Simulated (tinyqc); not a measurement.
## Threshold spread from leakage statistics

Problem. VT is Gaussian with standard deviation s and Ioff goes as exp(-VT/(n Vt)), so Ioff is log-normal: mean/median = exp(w^2/2) with w = s/(n Vt). Find w, s, the relative standard deviation sqrt(exp(w^2) - 1) and the share of devices that leak more than the mean, erfc(w/(2 sqrt(2)))/2.

Inputs (values chosen for the exercise): temperature T = 300 K; subthreshold factor n = 1.28.

Constants: q = 1.602176634e-19 C, kB = 1.380649e-23 J/K, Vt = kB T/q. Results are converted to the units shown.

mean/median of the off current = 1.0643972

Answer. w = sqrt(2 ln(mean/median)); the mean lies w/2 standard deviations out in ln Ioff.

w = 0.353
s = 11.7 mV
relative standard deviation = 0.365
share above the mean = 43.0 %

Numbers from tinyqc (`OMP_NUM_THREADS=1 python tinyqc.py 2090123 2090124 out.jsonl`; about 0.01 s on one thread of a shared Intel Xeon 2.30GHz).
